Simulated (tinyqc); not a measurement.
Full spectrum, Debye and Einstein heat capacities: Born-von Karman spring model of a cubic crystal with one atom per cell. Computed by tinyqc, a small Python program. Command: `OMP_NUM_THREADS=1 python tinyqc.py 3007717 3007718 out.jsonl springs walk`. One thread of a shared host (Intel(R) Xeon(R) Processor @ 2.30GHz), about 0.1 s of CPU time with the checks.

First neighbours lie at a/2 (1,1,1) (8 of them), second at a (1,0,0) (6), with all permutations and signs; the volume per atom is Omega = a^3/2. Two shells of springs match a real metal only roughly, above all at the zone boundary.

Inputs (values chosen for the exercise, modelled on sodium):
```
quantity,value,unit
lattice constant a,4.23,angstrom
atomic mass M,22.99,u
radial spring k1L,0.227,eV/angstrom^2
transverse spring k1T,-0.01,eV/angstrom^2
radial spring k2L,0.029,eV/angstrom^2
transverse spring k2T,0.006,eV/angstrom^2
```

Lattice: bcc.

Constants: 1 eV/angstrom^3 = 160.2176634 GPa; u = 1.6605390666e-27 kg; hbar = 1.054571817e-34 J s; k_B = 1.380649e-23 J/K; nu for 1 eV/(angstrom^2 u) = 15.6333042 THz; h x 1 THz = 4.135667696 meV; k_B = 8.617333262e-05 eV/K.

Method:
- [ij,kl] = (1/(2 Omega)) sum_R K_ij R_k R_l; C11 = [xx,xx], C44 = [xx,yy], C12 = 2 [xy,xy] - C44; B = (C11 + 2 C12)/3; Zener ratio A = 2 C44/(C11 - C12). K(R) = kL n n^T + kT (1 - n n^T).
- rho = M/Omega and v = sqrt(C/rho), with C = C11, C44, C44 along [100]; (C11 + C12 + 2 C44)/2, C44, (C11 - C12)/2 along [110]; (C11 + 2 C12 + 4 C44)/3 and twice (C11 - C12 + C44)/3 along [111].
- Christoffel matrix G_xx = C11 n_x^2 + C44 (1 - n_x^2), G_xy = (C12 + C44) n_x n_y, with eigenvalues rho v^2; v_m^-3 is the mean of v^-3 over three branches and all directions (12 Gauss-Legendre points in cos(theta) times 24 angles phi = (j + 1/2) pi/12); q_D = (6 pi^2/Omega)^(1/3); Theta = hbar v_m q_D/k_B.
- A neighbour at R with unit vector n couples by the matrix K(R) = kL n n^T + kT (1 - n n^T), and D(q) = (1/M) sum_R K(R) [1 - cos(q.R)].
- An eigenvalue lambda of D in eV/(angstrom^2 u) gives nu = 15.6333042 THz x sqrt(lambda).
- Mesh: q = sum_i (m_i + 1/2)/n b_i, m_i = 0..n-1, with b = [[0, 1, 1], [1, 0, 1], [1, 1, 0]] in 2 pi/a; sums are averages over the n^3 points (here n = 14), per atom.
- With x = h nu/(k_B T) and n = 1/(exp(x) - 1) for each mode: F = k_B T [x/2 + ln(1 - exp(-x))], U = k_B T x (n + 1/2), S/k_B = x n - ln(1 - exp(-x)), C/k_B = x^2 n (n + 1).
- Debye: C = 9 k_B (T/Theta)^3 int_0^(Theta/T) x^4 e^x/(e^x - 1)^2 dx with the elastic Theta. Einstein: three modes at the root-mean-square frequency. The last column is the Theta that makes the Debye formula give the full C at that T.

elastic Debye temperature = 141.048 K

root-mean-square frequency = 2.5961 THz

Heat capacity (k_B/atom):
```
T (K),full spectrum,Debye,Einstein,Theta from C (K)
17,0.3859,0.3776,0.1059,139.86
25,0.8144,0.8969,0.5173,148.35
35,1.3402,1.4958,1.1456,153.72
49,1.8868,2.0490,1.7971,157.00
71,2.3645,2.4823,2.3356,158.96
110,2.7050,2.7672,2.6988,160.05
140,2.8121,2.8531,2.8096,160.35
210,2.9140,2.9334,2.9135,160.63
```

What does the comparison show, and why?

The apparent Theta runs from 140 to 161 K against the elastic 141 K; at high T it tends to sqrt(5/3) h nu_rms/k_B = 161 K. At the lowest T the Debye value is 0.98 and the Einstein value 0.27 times the full one. At the highest T Debye misses by 0.66 % and Einstein by 0.018 %.

Extremes, crossings and ranges named in words are read from the listed rows.
